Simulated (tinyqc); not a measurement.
Inside a calculation. Method: RHF in the 3-21g basis, for H2, spin multiplicity 1. Computed by tinyqc, a small Python program that keeps every step (integrals from PySCF). Settings: charge = 0, multiplicity = 1, basis = 3-21g, energy threshold = 1e-10, iteration cap = 80, orthogonalisation = symmetric, start = Wolfsberg-Helmholz matrix, DIIS depth = 4, DIIS from iteration = 2, damping = 0.7, method = RHF. Command: `OMP_NUM_THREADS=1 python tinyqc.py 27982 27983 out.jsonl` (the two numbers bound the seeds that draw the settings). One thread of a shared host (Intel(R) Xeon(R) Processor @ 2.60GHz), about 0.06 s of CPU time with the checks. Later iterations appear only in the table of the cycle.

## One-electron integrals

Geometry (angstrom):
```
atom       x       y       z
H     0.0000  0.0000  0.0000
H     0.0000  0.0000  1.0280
```

Basis 3-21g: exponents (1/bohr^2) and contraction coefficients of normalised primitives:
```
element  l (shell)  exponent  coefficient
H            s (1)    5.4472       0.1563
H            s (1)    0.8245       0.9047
H            s (2)    0.1832       1.0000
```

Overlap, kinetic and nuclear-attraction integrals over the contracted functions; the nuclear repulsion is the sum of Za Zb / Rab.

nuclear repulsion = 0.514764 hartree

overlap S, order 1H 1s, 1H 2s, 2H 1s, 2H 2s:
$$\begin{pmatrix}
1.0000 & 0.6459 & 0.1832 & 0.3650 \\
0.6459 & 1.0000 & 0.3650 & 0.7077 \\
0.1832 & 0.3650 & 1.0000 & 0.6459 \\
0.3650 & 0.7077 & 0.6459 & 1.0000
\end{pmatrix}$$

kinetic energy T (hartree), order 1H 1s, 1H 2s, 2H 1s, 2H 2s:
$$\begin{pmatrix}
1.5494 & 0.2932 & -0.0261 & 0.1025 \\
0.2932 & 0.2748 & 0.1025 & 0.1497 \\
-0.0261 & 0.1025 & 1.5494 & 0.2932 \\
0.1025 & 0.1497 & 0.2932 & 0.2748
\end{pmatrix}$$

nuclear attraction V (hartree), order 1H 1s, 1H 2s, 2H 1s, 2H 2s:
$$\begin{pmatrix}
-2.2355 & -1.1133 & -0.3604 & -0.6461 \\
-1.1133 & -1.1482 & -0.6461 & -0.8661 \\
-0.3604 & -0.6461 & -2.2355 & -1.1133 \\
-0.6461 & -0.8661 & -1.1133 & -1.1482
\end{pmatrix}$$

core Hamiltonian H = T + V (hartree), order 1H 1s, 1H 2s, 2H 1s, 2H 2s:
$$\begin{pmatrix}
-0.6861 & -0.8202 & -0.3865 & -0.5436 \\
-0.8202 & -0.8734 & -0.5436 & -0.7164 \\
-0.3865 & -0.5436 & -0.6861 & -0.8202 \\
-0.5436 & -0.7164 & -0.8202 & -0.8734
\end{pmatrix}$$

## Two-electron integrals

Functions are numbered as in S; the eight-fold symmetry (ij|kl) = (ji|kl) = (kl|ij) leaves the list below.

Two-electron integrals (ij|kl) in chemists' order, unique and non-zero (hartree):
```
(11|11) 1.1401   (21|11) 0.6114   (21|21) 0.3452   (22|11) 0.6264
(22|21) 0.3803   (22|22) 0.4830   (31|11) 0.1535   (31|21) 0.0895
(31|22) 0.1035   (31|31) 0.0345   (32|11) 0.2131   (32|21) 0.1321
(32|22) 0.1735   (32|31) 0.0558   (32|32) 0.1096   (33|11) 0.5102
(33|21) 0.3242   (33|22) 0.4491   (33|31) 0.1535   (33|32) 0.3358
(33|33) 1.1401   (41|11) 0.3358   (41|21) 0.1908   (41|22) 0.2125
(41|31) 0.0558   (41|32) 0.0845   (41|33) 0.2131   (41|41) 0.1096
(42|11) 0.4038   (42|21) 0.2478   (42|22) 0.3231   (42|31) 0.0802
(42|32) 0.1466   (42|33) 0.4038   (42|41) 0.1466   (42|42) 0.2419
(43|11) 0.3242   (43|21) 0.2046   (43|22) 0.2819   (43|31) 0.0895
(43|32) 0.1908   (43|33) 0.6114   (43|41) 0.1321   (43|42) 0.2478
(43|43) 0.3452   (44|11) 0.4491   (44|21) 0.2819   (44|22) 0.3914
(44|31) 0.1035   (44|32) 0.2125   (44|33) 0.6264   (44|41) 0.1735
(44|42) 0.3231   (44|43) 0.3803   (44|44) 0.4830
```

## Orthogonalisation

S = U s U^T; symmetric (Loewdin) form X = U s^(-1/2) U^T, so that X^T S X = 1.

eigenvalues of S: [0.1702, 0.4011, 0.9388, 2.4899]

X, order 1H 1s, 1H 2s, 2H 1s, 2H 2s:
$$\begin{pmatrix}
1.2390 & -0.4830 & -0.0140 & 0.0256 \\
-0.4830 & 1.5952 & 0.0256 & -0.6076 \\
-0.0140 & 0.0256 & 1.2390 & -0.4830 \\
0.0256 & -0.6076 & -0.4830 & 1.5952
\end{pmatrix}$$

## Starting guess

The start is the generalised Wolfsberg-Helmholz matrix (K = 1.75) built on H; D = 2 C_occ C_occ^T.

D at the start, order 1H 1s, 1H 2s, 2H 1s, 2H 2s:
$$\begin{pmatrix}
0.0519 & 0.1410 & 0.0519 & 0.1410 \\
0.1410 & 0.3827 & 0.1410 & 0.3827 \\
0.0519 & 0.1410 & 0.0519 & 0.1410 \\
0.1410 & 0.3827 & 0.1410 & 0.3827
\end{pmatrix}$$

## Iteration 1: building the Fock matrix

J_ij = sum D_kl (ij|kl), K_ij = sum D_kl (ik|jl); F = H + J - 0.5 K; E = tr D H + tr D J / 2 - 0.25 tr D K + E_nn.

Coulomb J (hartree), order 1H 1s, 1H 2s, 2H 1s, 2H 2s:
$$\begin{pmatrix}
1.2408 & 0.7470 & 0.2421 & 0.4400 \\
0.7470 & 0.9441 & 0.4400 & 0.7050 \\
0.2421 & 0.4400 & 1.2408 & 0.7470 \\
0.4400 & 0.7050 & 0.7470 & 0.9441
\end{pmatrix}$$

exchange K (hartree), order 1H 1s, 1H 2s, 2H 1s, 2H 2s:
$$\begin{pmatrix}
0.7050 & 0.7053 & 0.4484 & 0.6029 \\
0.7053 & 0.8293 & 0.6029 & 0.7751 \\
0.4484 & 0.6029 & 0.7050 & 0.7053 \\
0.6029 & 0.7751 & 0.7053 & 0.8293
\end{pmatrix}$$

Fock matrix F (hartree), order 1H 1s, 1H 2s, 2H 1s, 2H 2s:
$$\begin{pmatrix}
0.2021 & -0.4258 & -0.3686 & -0.4051 \\
-0.4258 & -0.3440 & -0.4051 & -0.3989 \\
-0.3686 & -0.4051 & 0.2021 & -0.4258 \\
-0.4051 & -0.3989 & -0.4258 & -0.3440
\end{pmatrix}$$

total energy of this density = -1.061038 hartree

This density is the starting one.

## Iteration 1: diagonalisation and new density

Diagonalise F' = X^T F X, C = X C', fill 1 alpha and 1 beta electrons from the bottom; D = 2 C_occ C_occ^T; the new density keeps 0.7 of the old one (damping). Each column has its largest component positive (the first on a tie).

F' = X^T F X (hartree):
$$\begin{pmatrix}
0.7314 & -0.6191 & -0.2053 & -0.1313 \\
-0.6191 & 0.2258 & -0.1313 & -0.2345 \\
-0.2053 & -0.1313 & 0.7314 & -0.6191 \\
-0.1313 & -0.2345 & -0.6191 & 0.2258
\end{pmatrix}$$

orbital energies (hartree): MO1 -0.5378, MO2 0.1557, MO3 1.0553, MO4 1.2413

coefficients C, order 1H 1s, 1H 2s, 2H 1s, 2H 2s:
$$\begin{pmatrix}
0.2349 & 0.1643 & 0.8943 & -0.9420 \\
0.3843 & 1.1306 & -0.6669 & 1.1301 \\
0.2349 & -0.1643 & 0.8943 & 0.9420 \\
0.3843 & -1.1306 & -0.6669 & -1.1301
\end{pmatrix}$$

D after iteration 1, order 1H 1s, 1H 2s, 2H 1s, 2H 2s:
$$\begin{pmatrix}
0.0694 & 0.1528 & 0.0694 & 0.1528 \\
0.1528 & 0.3565 & 0.1528 & 0.3565 \\
0.0694 & 0.1528 & 0.0694 & 0.1528 \\
0.1528 & 0.3565 & 0.1528 & 0.3565
\end{pmatrix}$$

## Iteration 2: building the Fock matrix

As before.

Coulomb J (hartree), order 1H 1s, 1H 2s, 2H 1s, 2H 2s:
$$\begin{pmatrix}
1.2610 & 0.7569 & 0.2460 & 0.4460 \\
0.7569 & 0.9516 & 0.4460 & 0.7111 \\
0.2460 & 0.4460 & 1.2610 & 0.7569 \\
0.4460 & 0.7111 & 0.7569 & 0.9516
\end{pmatrix}$$

exchange K (hartree), order 1H 1s, 1H 2s, 2H 1s, 2H 2s:
$$\begin{pmatrix}
0.7350 & 0.7198 & 0.4650 & 0.6147 \\
0.7198 & 0.8285 & 0.6147 & 0.7744 \\
0.4650 & 0.6147 & 0.7350 & 0.7198 \\
0.6147 & 0.7744 & 0.7198 & 0.8285
\end{pmatrix}$$

Fock matrix F (hartree), order 1H 1s, 1H 2s, 2H 1s, 2H 2s:
$$\begin{pmatrix}
0.2074 & -0.4232 & -0.3730 & -0.4049 \\
-0.4232 & -0.3361 & -0.4049 & -0.3925 \\
-0.3730 & -0.4049 & 0.2074 & -0.4232 \\
-0.4049 & -0.3925 & -0.4232 & -0.3361
\end{pmatrix}$$

total energy of this density = -1.067703 hartree

This density is a damped mixture and is not idempotent.

## Iteration 2: diagonalisation and new density

As before.

F' = X^T F X (hartree):
$$\begin{pmatrix}
0.7381 & -0.6206 & -0.2110 & -0.1326 \\
-0.6206 & 0.2338 & -0.1326 & -0.2308 \\
-0.2110 & -0.1326 & 0.7381 & -0.6206 \\
-0.1326 & -0.2308 & -0.6206 & 0.2338
\end{pmatrix}$$

orbital energies (hartree): MO1 -0.5325, MO2 0.1620, MO3 1.0625, MO4 1.2518

coefficients C, order 1H 1s, 1H 2s, 2H 1s, 2H 2s:
$$\begin{pmatrix}
0.2382 & 0.1613 & 0.8934 & -0.9425 \\
0.3818 & 1.1342 & -0.6683 & 1.1265 \\
0.2382 & -0.1613 & 0.8934 & 0.9425 \\
0.3818 & -1.1342 & -0.6683 & -1.1265
\end{pmatrix}$$

D after iteration 2, order 1H 1s, 1H 2s, 2H 1s, 2H 2s:
$$\begin{pmatrix}
0.0827 & 0.1616 & 0.0827 & 0.1616 \\
0.1616 & 0.3370 & 0.1616 & 0.3370 \\
0.0827 & 0.1616 & 0.0827 & 0.1616 \\
0.1616 & 0.3370 & 0.1616 & 0.3370
\end{pmatrix}$$

## Iteration 3: building the Fock matrix

As before.

Coulomb J (hartree), order 1H 1s, 1H 2s, 2H 1s, 2H 2s:
$$\begin{pmatrix}
1.2761 & 0.7643 & 0.2489 & 0.4505 \\
0.7643 & 0.9572 & 0.4505 & 0.7157 \\
0.2489 & 0.4505 & 1.2761 & 0.7643 \\
0.4505 & 0.7157 & 0.7643 & 0.9572
\end{pmatrix}$$

exchange K (hartree), order 1H 1s, 1H 2s, 2H 1s, 2H 2s:
$$\begin{pmatrix}
0.7574 & 0.7306 & 0.4774 & 0.6234 \\
0.7306 & 0.8279 & 0.6234 & 0.7739 \\
0.4774 & 0.6234 & 0.7574 & 0.7306 \\
0.6234 & 0.7739 & 0.7306 & 0.8279
\end{pmatrix}$$

Fock matrix F (hartree), order 1H 1s, 1H 2s, 2H 1s, 2H 2s:
$$\begin{pmatrix}
0.2113 & -0.4211 & -0.3764 & -0.4048 \\
-0.4211 & -0.3301 & -0.4048 & -0.3876 \\
-0.3764 & -0.4048 & 0.2113 & -0.4211 \\
-0.4048 & -0.3876 & -0.4211 & -0.3301
\end{pmatrix}$$

total energy of this density = -1.072752 hartree

This density is a damped mixture and is not idempotent.

## Iteration 3: DIIS over 2 matrices

error matrix X^T (FDS - SDF) X:
$$\begin{pmatrix}
0.0000 & -0.0722 & 0.0000 & -0.0722 \\
0.0722 & 0.0000 & 0.0722 & 0.0000 \\
0.0000 & -0.0722 & 0.0000 & -0.0722 \\
0.0722 & 0.0000 & 0.0722 & 0.0000
\end{pmatrix}$$

B (overlaps of the stored error matrices):
$$\begin{pmatrix}
7.4872044e-02 & 5.5863370e-02 \\
5.5863370e-02 & 4.1680658e-02
\end{pmatrix}$$

Minimise |sum c_i e_i|^2 with sum c_i = 1: solve [B -1; -1 0][c; lambda] = [0; -1] with B_ij = tr e_i^T e_j, and take F = sum c_i F_i.

DIIS coefficients: [-2.9388, 3.9388]

extrapolated F (hartree), order 1H 1s, 1H 2s, 2H 1s, 2H 2s:
$$\begin{pmatrix}
0.2227 & -0.4152 & -0.3861 & -0.4042 \\
-0.4152 & -0.3126 & -0.4042 & -0.3735 \\
-0.3861 & -0.4042 & 0.2227 & -0.4152 \\
-0.4042 & -0.3735 & -0.4152 & -0.3126
\end{pmatrix}$$

## Iteration 3: diagonalisation and new density

As before.

F' = X^T F X (hartree):
$$\begin{pmatrix}
0.7576 & -0.6252 & -0.2279 & -0.1361 \\
-0.6252 & 0.2571 & -0.1361 & -0.2202 \\
-0.2279 & -0.1361 & 0.7576 & -0.6252 \\
-0.1361 & -0.2202 & -0.6252 & 0.2571
\end{pmatrix}$$

orbital energies (hartree): MO1 -0.5169, MO2 0.1802, MO3 1.0835, MO4 1.2827

coefficients C, order 1H 1s, 1H 2s, 2H 1s, 2H 2s:
$$\begin{pmatrix}
0.2480 & 0.1526 & 0.8908 & -0.9440 \\
0.3745 & 1.1446 & -0.6724 & 1.1159 \\
0.2480 & -0.1526 & 0.8908 & 0.9440 \\
0.3745 & -1.1446 & -0.6724 & -1.1159
\end{pmatrix}$$

D after iteration 3, order 1H 1s, 1H 2s, 2H 1s, 2H 2s:
$$\begin{pmatrix}
0.0948 & 0.1688 & 0.0948 & 0.1688 \\
0.1688 & 0.3200 & 0.1688 & 0.3200 \\
0.0948 & 0.1688 & 0.0948 & 0.1688 \\
0.1688 & 0.3200 & 0.1688 & 0.3200
\end{pmatrix}$$

## Iteration 4: building the Fock matrix

As before.

Coulomb J (hartree), order 1H 1s, 1H 2s, 2H 1s, 2H 2s:
$$\begin{pmatrix}
1.2893 & 0.7708 & 0.2514 & 0.4545 \\
0.7708 & 0.9621 & 0.4545 & 0.7196 \\
0.2514 & 0.4545 & 1.2893 & 0.7708 \\
0.4545 & 0.7196 & 0.7708 & 0.9621
\end{pmatrix}$$

exchange K (hartree), order 1H 1s, 1H 2s, 2H 1s, 2H 2s:
$$\begin{pmatrix}
0.7770 & 0.7398 & 0.4883 & 0.6308 \\
0.7398 & 0.8270 & 0.6308 & 0.7731 \\
0.4883 & 0.6308 & 0.7770 & 0.7398 \\
0.6308 & 0.7731 & 0.7398 & 0.8270
\end{pmatrix}$$

Fock matrix F (hartree), order 1H 1s, 1H 2s, 2H 1s, 2H 2s:
$$\begin{pmatrix}
0.2147 & -0.4193 & -0.3792 & -0.4045 \\
-0.4193 & -0.3248 & -0.4045 & -0.3833 \\
-0.3792 & -0.4045 & 0.2147 & -0.4193 \\
-0.4045 & -0.3833 & -0.4193 & -0.3248
\end{pmatrix}$$

total energy of this density = -1.076470 hartree

This density is a damped mixture and is not idempotent.

## Iteration 4: DIIS over 3 matrices

error matrix X^T (FDS - SDF) X:
$$\begin{pmatrix}
0.0000 & -0.0505 & 0.0000 & -0.0505 \\
0.0505 & 0.0000 & 0.0505 & 0.0000 \\
0.0000 & -0.0505 & 0.0000 & -0.0505 \\
0.0505 & 0.0000 & 0.0505 & 0.0000
\end{pmatrix}$$

B (overlaps of the stored error matrices):
$$\begin{pmatrix}
7.4872044e-02 & 5.5863370e-02 & 3.9111918e-02 \\
5.5863370e-02 & 4.1680658e-02 & 2.9182101e-02 \\
3.9111918e-02 & 2.9182101e-02 & 2.0431420e-02
\end{pmatrix}$$

As before.

DIIS coefficients: [-1.2810, 0.3999, 1.8812]

extrapolated F (hartree), order 1H 1s, 1H 2s, 2H 1s, 2H 2s:
$$\begin{pmatrix}
0.2228 & -0.4150 & -0.3860 & -0.4041 \\
-0.4150 & -0.3125 & -0.4041 & -0.3733 \\
-0.3860 & -0.4041 & 0.2228 & -0.4150 \\
-0.4041 & -0.3733 & -0.4150 & -0.3125
\end{pmatrix}$$

## Iteration 4: diagonalisation and new density

As before.

F' = X^T F X (hartree):
$$\begin{pmatrix}
0.7576 & -0.6251 & -0.2280 & -0.1360 \\
-0.6251 & 0.2571 & -0.1360 & -0.2201 \\
-0.2280 & -0.1360 & 0.7576 & -0.6251 \\
-0.1360 & -0.2201 & -0.6251 & 0.2571
\end{pmatrix}$$

orbital energies (hartree): MO1 -0.5167, MO2 0.1802, MO3 1.0833, MO4 1.2826

coefficients C, order 1H 1s, 1H 2s, 2H 1s, 2H 2s:
$$\begin{pmatrix}
0.2480 & 0.1526 & 0.8908 & -0.9440 \\
0.3745 & 1.1446 & -0.6724 & 1.1159 \\
0.2480 & -0.1526 & 0.8908 & 0.9440 \\
0.3745 & -1.1446 & -0.6724 & -1.1159
\end{pmatrix}$$

D after iteration 4, order 1H 1s, 1H 2s, 2H 1s, 2H 2s:
$$\begin{pmatrix}
0.1032 & 0.1739 & 0.1032 & 0.1739 \\
0.1739 & 0.3082 & 0.1739 & 0.3082 \\
0.1032 & 0.1739 & 0.1032 & 0.1739 \\
0.1739 & 0.3082 & 0.1739 & 0.3082
\end{pmatrix}$$

## Iteration 54 (converged): orbitals

converged F (hartree), order 1H 1s, 1H 2s, 2H 1s, 2H 2s:
$$\begin{pmatrix}
0.2228 & -0.4149 & -0.3859 & -0.4040 \\
-0.4149 & -0.3124 & -0.4040 & -0.3732 \\
-0.3859 & -0.4040 & 0.2228 & -0.4149 \\
-0.4040 & -0.3732 & -0.4149 & -0.3124
\end{pmatrix}$$

Diagonalise F' = X^T F X, C = X C', fill 1 alpha and 1 beta electrons from the bottom; D = 2 C_occ C_occ^T. Each column has its largest component positive (the first on a tie).

F' = X^T F X (hartree):
$$\begin{pmatrix}
0.7575 & -0.6250 & -0.2280 & -0.1359 \\
-0.6250 & 0.2571 & -0.1359 & -0.2201 \\
-0.2280 & -0.1359 & 0.7575 & -0.6250 \\
-0.1359 & -0.2201 & -0.6250 & 0.2571
\end{pmatrix}$$

orbital energies (hartree): MO1 -0.5165, MO2 0.1802, MO3 1.0831, MO4 1.2825

coefficients C, order 1H 1s, 1H 2s, 2H 1s, 2H 2s:
$$\begin{pmatrix}
0.2480 & 0.1526 & 0.8908 & -0.9440 \\
0.3745 & 1.1446 & -0.6724 & 1.1159 \\
0.2480 & -0.1526 & 0.8908 & 0.9440 \\
0.3745 & -1.1446 & -0.6724 & -1.1159
\end{pmatrix}$$

D after iteration 54, order 1H 1s, 1H 2s, 2H 1s, 2H 2s:
$$\begin{pmatrix}
0.1230 & 0.1857 & 0.1230 & 0.1857 \\
0.1857 & 0.2805 & 0.1857 & 0.2805 \\
0.1230 & 0.1857 & 0.1230 & 0.1857 \\
0.1857 & 0.2805 & 0.1857 & 0.2805
\end{pmatrix}$$

## Convergence

Stop when the energy changes by less than 1e-10 hartree and every element of the error matrix X^T (F D S - S D F) X is below 3e-06.

Course of the cycle:
```
iteration  E (hartree)     change  largest element of the error matrix
1            -1.061038          -                             1.30e-01
2            -1.067703  -6.67e-03                             9.67e-02
3            -1.072752  -5.05e-03                             7.22e-02
4            -1.076470  -3.72e-03                             5.05e-02
5            -1.079223  -2.75e-03                             3.54e-02
6            -1.081224  -2.00e-03                             2.48e-02
7            -1.082660  -1.44e-03                             1.73e-02
8            -1.083683  -1.02e-03                             1.21e-02
9            -1.084408  -7.25e-04                             8.50e-03
10           -1.084919  -5.12e-04                             5.95e-03
11           -1.085280  -3.60e-04                             4.16e-03
12           -1.085533  -2.53e-04                             2.91e-03
13           -1.085711  -1.78e-04                             2.04e-03
14           -1.085835  -1.25e-04                             1.43e-03
...                ...        ...                                  ...
41           -1.086127  -8.23e-09                             9.38e-08
42           -1.086127  -5.76e-09                             6.57e-08
43           -1.086127  -4.03e-09                             4.60e-08
44           -1.086127  -2.82e-09                             3.22e-08
45           -1.086127  -1.98e-09                             2.25e-08
46           -1.086127  -1.38e-09                             1.58e-08
47           -1.086127  -9.68e-10                             1.10e-08
48           -1.086127  -6.78e-10                             7.73e-09
49           -1.086127  -4.74e-10                             5.41e-09
50           -1.086127  -3.32e-10                             3.79e-09
51           -1.086127  -2.32e-10                             2.65e-09
52           -1.086127  -1.63e-10                             1.86e-09
53           -1.086127  -1.14e-10                             1.30e-09
54           -1.086127  -7.97e-11                             9.09e-10
```

PySCF RHF in the same basis = -1.086127 hartree

Converged in 54 iterations.

## Populations, bond orders and dipole

Mulliken: Z minus the diagonal of D S on the atom; Loewdin: the same with S^(1/2) D S^(1/2); Mayer order: 2 sum_s sum (D(s) S)_ij (D(s) S)_ji over the two atoms.

Charges (e):
```
atom  Mulliken  Loewdin
1H      0.0000        0
2H           0   0.0000
```

Mayer bond orders:
```
pair   order
2-1   1.0000
```

dipole moment about the origin, x y z (debye): [0.0000, 0.0000, 0.0000]
